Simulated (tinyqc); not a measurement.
Electron continuity equation in a given potential, Scharfetter-Gummel discretisation: one step of the calculation.

Steady state in one dimension: J = q mu n E + q D dn/dx with E = -dpsi/dx and D = mu Vt, dJ/dx = q (n/tau - G), fixed densities nL and nR at the ends. The potential is given, psi = U x/L, and is not changed by the electrons.

Problem. Tridiagonal system for the inner nodes. Row i (1 to 11): B(-d_(i-1)) n_(i-1) + b_i n_i + B(d_i) n_(i+1) = f_i with b_i = -B(-d_i) - B(d_(i-1)) - h^2/(D tau) and f_i = -G h^2/D; the known end values are moved to the right: f_1 loses B(-d_0) nL and f_11 loses B(d_11) nR. h = L/12, D = mu Vt.

Values chosen for this exercise; mobility close to that of germanium at room temperature:
- T = 293 K (temperature)
- mu = 3970 cm^2/(V s) (electron mobility)
- L = 0.39 um (length of the region)
- nL = 1.9e15 cm^-3 (density at x = 0)
- nR = 0 cm^-3 (density at x = L)
- tau = 1.5e-11 s (lifetime)
- G = 0 cm^-3 s^-1 (uniform generation rate)

Constants: q = 1.602176634e-19 C, kB = 1.380649e-23 J/K, Vt = kB T/q. Results are converted to the units shown.

```
interval      B(d_i)    B(-d_i)
0         0.39214483  2.0423892
1         0.39214483  2.0423892
2         0.39214483  2.0423892
3         0.39214483  2.0423892
4         0.39214483  2.0423892
5         0.39214483  2.0423892
6         0.39214483  2.0423892
7         0.39214483  2.0423892
8         0.39214483  2.0423892
9         0.39214483  2.0423892
10        0.39214483  2.0423892
11        0.39214483  2.0423892
```

Wanted: diagonal b; right side f.

Solution.

```
node  diagonal b  right side f (cm^-3)
1        -2.4416            -3.8805e15
2        -2.4416                     0
3        -2.4416                     0
4        -2.4416                     0
5        -2.4416                     0
6        -2.4416                     0
7        -2.4416                     0
8        -2.4416                     0
9        -2.4416                     0
10       -2.4416                     0
11       -2.4416                     0
```

Range of the model: The drift velocity mu E exceeds 1e7 cm/s somewhere, where real mobilities no longer stay constant.

tinyqc, about 0.01 s, one thread, Intel Xeon 2.30GHz (shared host): `OMP_NUM_THREADS=1 python tinyqc.py 2220025 2220026 out.jsonl`
